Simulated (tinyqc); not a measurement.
Lattice against boundary over temperature: grain-boundary diffusion: Harrison regimes, Fisher and Le Claire analysis, Hart average. Computed by tinyqc, a small Python program. Command: `OMP_NUM_THREADS=1 python tinyqc.py 3002568 3002569 out.jsonl gbdiff walk`. One thread of a shared host (Intel(R) Xeon(R) Processor @ 2.30GHz), about 0.01 s of CPU time with the checks.

A boundary is a slab of width delta with diffusivity D_b, normal to a surface held at constant concentration; it leaks into grains of diffusivity D.

Inputs (values chosen for the exercise, for a model polycrystal):
```
quantity                          value   unit
melting point T_m                  1940      K
lattice prefactor D0              1e-05  m^2/s
lattice activation energy E        2.76     eV
boundary prefactor D0b          3.1e-06  m^2/s
boundary activation energy E_b     1.59     eV
boundary width delta               0.87     nm
segregation factor s                  1      -
grain size d                       0.35     um
temperature T                       828      K
time t                             2000      s
```

Constants: k_B = 8.617333262e-05 eV/K.

Method:
- D = D0 exp(-E/(k_B T)), D_b = D0b exp(-E_b/(k_B T)).
- Triple product P = s delta D_b.
- Hart average for parallel slabs: f = delta/d, D_eff = (s f D_b + (1 - f) D)/(1 - f + s f); share of the boundaries = s f D_b/(s f D_b + (1 - f) D); depth sqrt(D_eff t).
- l = sqrt(D t); P = s delta D_b; alpha = s delta/(2 l); beta = P/(2 D l). Regime A if l > 3 d, C if alpha > 1, B if alpha < 0.1, l < d/4 and beta > 10, otherwise a transition.
- D_eff = (s f D_b + (1 - f) D)/(1 - f + s f), f = delta/d; share of the boundaries = s f D_b/(s f D_b + (1 - f) D).

boundary fraction f = 0.00248571

Diffusivities (m^2/s):
```
T/T_m  T (K)           D         D_b       D_eff    share      regime
0.3      582  1.2590e-29  5.2832e-20  1.3132e-22  1.00000           C
0.4      776  1.1885e-23  1.4622e-16  3.6348e-19  0.99997           C
0.5      970  4.5710e-20  1.6993e-14  4.2286e-17  0.99892           B
0.6     1164  1.1220e-17  4.0470e-13  1.0172e-15  0.98900  transition
0.7     1358  5.7168e-16  3.8957e-12  1.0254e-14  0.94439           A
0.8     1552  1.0902e-14  2.1291e-11  6.3797e-14  0.82954           A
0.9     1746  1.0798e-13  7.9776e-11  3.0601e-13  0.64802           A
1.0     1940  6.7609e-13  2.2952e-10  1.2449e-12  0.45828           A
```

The apparent activation energy of D_eff is 1.59 eV between the first rows and 2.11 eV between the last, against E_b = 1.59 and E = 2.76 eV. Among these rows boundaries carry most of the flux up to T/T_m = 0.9, the lattice above. Caution: outside regime A (which needs sqrt(D t) above about 3 d) the Hart average and its depth are formal: they describe a profile only in regime A or at steady state. Caution: outside regime A, D_eff and the share of the boundaries hold only at steady state.
